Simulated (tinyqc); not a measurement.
# Electron mobility in a silicon inversion layer, empirical terms and Matthiessen rule: effect of the reverse body bias

Inversion layer of sheet density Ns on a uniformly doped body. The mobility terms are empirical power laws with prefactors chosen for the exercise; adding their inverses (Matthiessen) is itself an approximation.

ni = sqrt(Nc Nv) exp(-Eg/(2 Vt)), Eg in volts; Ndep = sqrt(2 eps0 eps_r Nb (2 Vt ln(Nb/ni) + Vsb)/q); E = q (Ndep + eta Ns)/(eps0 eps_r), in MV/cm. With t = T/(300 K): muC = Ac (Ns/1e12 cm^-2) t/(Nb/1e17 cm^-3 + Nit/1e11 cm^-2), muP = Ap E^(-1/3) t^(-1.75), muS = As E^(-gs); 1/mu is the sum of the inverses.

Parameters, values chosen for the exercise; material values close to those of silicon:
```
symbol,value,unit,meaning
T,300,K,temperature
Eg,1.12,eV,band gap
eps_r,11.7,,relative permittivity of the semiconductor
Nc,2.78e19,cm^-3,conduction-band density of states at T
Nv,2.61e19,cm^-3,valence-band density of states at T
Nb,3.7e17,cm^-3,body doping
eta,0.5,,weight of the inversion charge in the effective field
Ap,409,cm^2/(V s),phonon-limited mobility at 1 MV/cm and 300 K
As,838,cm^2/(V s),roughness-limited mobility at 1 MV/cm
gs,2,,exponent of the roughness term
Ac,3200,cm^2/(V s),Coulomb prefactor
Nit,8e11,cm^-2,charge at the interface
Ns,5.7e12,cm^-2,inversion density
```

Constants: q = 1.602176634e-19 C, kB = 1.380649e-23 J/K, Vt = kB T/q, eps0 = 8.8541878128e-14 F/cm where lengths are in cm. Results are converted to the units shown.

The same in every row: muC (cm^2/(V s)) = 1559.

Effect of the reverse body bias:

| Vsb (V) | E (MV/cm) | muP (cm^2/(V s)) | muS (cm^2/(V s)) | mu (cm^2/(V s)) |
|---|---|---|---|---|
| 0 | 0.7614 | 447.9 | 1445 | 280.4 |
| 0.4 | 0.8263 | 435.9 | 1227 | 266.6 |
| 0.8 | 0.8817 | 426.5 | 1078 | 255.5 |
| 1.2 | 0.9308 | 418.9 | 967.2 | 246.1 |
| 1.6 | 0.9755 | 412.4 | 880.6 | 238.0 |
| 2 | 1.017 | 406.7 | 810.7 | 230.8 |
| 2.4 | 1.055 | 401.7 | 752.7 | 224.3 |

As Vsb goes from 0 to 2.4 V, E rises from 0.761 to 1.06 MV/cm and mu falls from 280 to 224 cm^2/(V s). The phonon term is the smallest in the first and the last row.

tinyqc, about 0.01 s, one thread, Intel Xeon 2.30GHz (shared host): `OMP_NUM_THREADS=1 python tinyqc.py 2510103 2510104 out.jsonl`
